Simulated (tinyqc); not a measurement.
Convergence with the mesh: density of states of one tight-binding band of a chain.

E(k) = -2 t cos(2 pi k) - 2 t2 cos(4 pi k); k in fractions of the reciprocal vectors, mesh k_i = j/N with j = 0 .. N-1. Densities are per cell and per spin, so the band holds one state.

Each interval of the mesh is a segment with E linear in k: n = (E - e1)/(e2 - e1), g = 1/(e2 - e1) between its end values.

Gaussian broadening: g(E) = mean over the mesh of exp(-(E - E_k)^2/(2 sigma^2))/(sigma sqrt(2 pi)), n(E) = mean of erfc((E_k - E)/(sigma sqrt 2))/2.

Inputs chosen for the exercise:
- t = 1.72 eV (nearest hopping)
- t2 = 0.01 eV (second hopping)
- E = 2.54 eV (energy at which the density is wanted)
- sigma = 0.516 eV (Gaussian width)

At the energy E; the plain count is the share of mesh points below E; the reference is the linear method with N = 4000.

Results:
```
N,points,g linear,n linear,g Gaussian,n Gaussian,n plain count
8,8,0.2532,0.7772,0.2117,0.7761,0.8750
16,16,0.1709,0.7684,0.1586,0.7760,0.8125
32,32,0.1488,0.7660,0.1569,0.7764,0.7812
64,64,0.1403,0.7651,0.1569,0.7764,0.7656
128,128,0.1365,0.7647,0.1569,0.7764,0.7578
256,256,0.1383,0.7647,0.1569,0.7764,0.7617
```

reference n and g: 0.7647  0.1398

The linear n(E) stays within 0.002 of the reference from N = 32 on. The Gaussian g stays within 1 % of its last value from N = 32 on; it tends to the broadened curve, not the true one. At the last mesh it lies +0.017 1/eV from the reference g and the linear g -0.001. The plain count errs by -0.0029 at the last mesh.

Computed by tinyqc, a small Python program: `OMP_NUM_THREADS=1 python tinyqc.py 1650519 1650520 out.jsonl` (the numbers bound the seed that draws the inputs); one thread of a shared host (Intel(R) Xeon(R) Processor @ 2.30GHz), about 0.01 s for the whole set of steps.
